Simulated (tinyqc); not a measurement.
What each parameter does: shallow donor in an anisotropic valley (effective-mass theory).

One valley: H = -c [(d2/dx2 + d2/dy2)/mt + (d2/dz2)/ml] - q/(eps r), c = hbar^2/2m0, q = e^2/(4 pi eps0). Trial function exp(-sqrt((x^2 + y^2)/a^2 + z^2/b^2)) with a > b: T = (c/3)(2/(mt a^2) + 1/(ml b^2)), V = -(q/eps) atan(u/b)/u, u = sqrt(a^2 - b^2). The central cell of the impurity is left out.

Constants: hbar^2/2m0 = 3.80998211 eV angstrom^2; e^2/(4 pi eps0) = 14.39964547 eV angstrom.

Inputs chosen for the exercise (out of a larger set: near those of a group-V donor in Si; not measured data):
- ml = 0.881 m0 (longitudinal mass)
- mt = 0.185 m0 (transverse mass)
- eps = 11.2 (dielectric constant)

The minimum of the trial energy.

Results for these values:

| case | E (meV) | a (angstrom) | b (angstrom) | b/a |
|---|---|---|---|---|
| base | -31.33 | 24.01 | 13.85 | 0.577 |

What happens to each result for mt = 0.167 m0, all else kept?

Answer: E rises from -31.33 to -28.98; a rises from 24.01 to 26.18; b rises from 13.85 to 14.57; b/a falls from 0.577 to 0.556.

The same for each parameter in turn:

| case | E (meV) | a (angstrom) | b (angstrom) | b/a |
|---|---|---|---|---|
| base | -31.33 | 24.01 | 13.85 | 0.577 |
| ml = 1.101 m0 | -33.01 | 23.21 | 12.38 | 0.534 |
| mt = 0.167 m0 | -28.98 | 26.18 | 14.57 | 0.556 |
| eps = 12.3 | -25.98 | 26.37 | 15.21 | 0.577 |

eps only rescales the solution (E as 1/eps^2, lengths as eps), so b/a depends on ml/mt alone.

Computed by tinyqc, a small Python program: `OMP_NUM_THREADS=1 python tinyqc.py 1281702 1281703 out.jsonl` (the numbers bound the seed that draws the inputs); one thread of a shared host (Intel(R) Xeon(R) Processor @ 2.30GHz), about 0.01 s for the whole set of steps.
